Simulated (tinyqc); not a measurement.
## Band bending at a free surface with a continuum of surface states, surface photovoltage and Kelvin probe: pinning by the surface states

n-type bulk, xi = Ec - EF = Vt ln(Nc/Nd), p0 = ni^2/Nd, ni = sqrt(Nc Nv) exp(-Eg/(2 Vt)), Eg in volts. b is the upward band bending, u = b/Vt. Space charge per area, in units of q: Qc = sign(b) sqrt((2 eps0 eps_r Vt/q) [(Nd + dn)(exp(-u) - 1) + Nd u + (p0 + dn)(exp(u) - 1)]), with dn the excess density under light (flat quasi-Fermi levels; 0 in the dark). The states hold -Ds (E0 - xi - b): negative while the Fermi level lies above the neutrality level. Neutrality: Qc + Qf + (charge of the states) = 0.

b solves the neutrality condition in the dark.

Parameters, values chosen for the exercise; band and dielectric values close to those of silicon:
- T = 300 K (temperature)
- Eg = 1.11 eV (band gap)
- eps_r = 11.9 (relative permittivity)
- Nc = 2.79e19 cm^-3 (conduction-band density of states at T)
- Nv = 2.64e19 cm^-3 (valence-band density of states at T)
- Nd = 2.3e17 cm^-3 (donor density)
- Qf = 1.4e10 cm^-2 (fixed positive charge at the surface)
- E0 = 0.33 eV (depth of their neutrality level below the conduction edge)

Constants: q = 1.602176634e-19 C, kB = 1.380649e-23 J/K, Vt = kB T/q, eps0 = 8.8541878128e-14 F/cm where lengths are in cm. Results are converted to the units shown.

Pinning by the surface states:
```
Ds (cm^-2 eV^-1)	b (V)	xi + b (eV)	Qc (cm^-2)
2.4e10	-0.0011715	0.12287	-9.0290e9
1.8e11	0.0030026	0.12705	2.2531e10
5.1e11	0.011959	0.13601	8.4937e10
1.4e12	0.036006	0.16005	2.2393e11
3.9e12	0.089304	0.21335	4.4093e11
1.1e13	0.14914	0.27319	6.1092e11
2.9e13	0.18179	0.30583	6.8687e11
8.1e13	0.19690	0.32095	7.1936e11
```

What does the table show?

b rises from -0.00117 to 0.197 V. The Fermi level moves towards E0 = 0.33 eV and is within 9.05 meV of it in the last row; it is half-way there at the Ds that solves Ds b = Qc(b) + Qf with b = (E0 - xi)/2, 4.84e12 cm^-2 eV^-1.

Numbers from tinyqc (`OMP_NUM_THREADS=1 python tinyqc.py 2430064 2430065 out.jsonl`; about 0.01 s on one thread of a shared Intel Xeon 2.30GHz).
